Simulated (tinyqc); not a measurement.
Photoconductance decay in a wafer: bulk and surface recombination modes, and iron detection by pair splitting: one step, computed by the program tinyqc.

Both faces of the wafer have the same S; injection is low and all coefficients are constant. x runs from -W/2 to W/2.

Problem. Effective lifetime. Even modes cos(a x) obey b tan b = S W/(2 D) with b = a W/2, odd modes sin(a x) obey -b cot b = S W/(2 D); each decays at the rate 1/tau_b + D a^2. tau_eff is the decay time of the first mode. The surface time is 1/(D a^2) of that mode; shortcuts for it are W/(2 S), W^2/(pi^2 D) and their sum, whose error is sum/surface time - 1.

Inputs (values chosen for the exercise, modelled on p-type silicon):
```
quantity                          value         unit
thickness W                         525   micrometre
diffusivity D                      32.7       cm^2/s
bulk lifetime tau_b without iron    6.2  microsecond
surface recombination velocity S   7700         cm/s
```

Give: tau_eff; surface time; W/(2 S); W^2/(pi^2 D); error of the sum; tau_eff/tau_b.

Solution.

tau_eff = 4.025 microsecond

surface time = 11.48 microsecond

W/(2 S) = 3.409 microsecond

W^2/(pi^2 D) = 8.540 microsecond

error of the sum = 4.114 %

tau_eff/tau_b = 0.6493

tau_eff is only 0.65 of tau_b, so it understates the bulk lifetime.
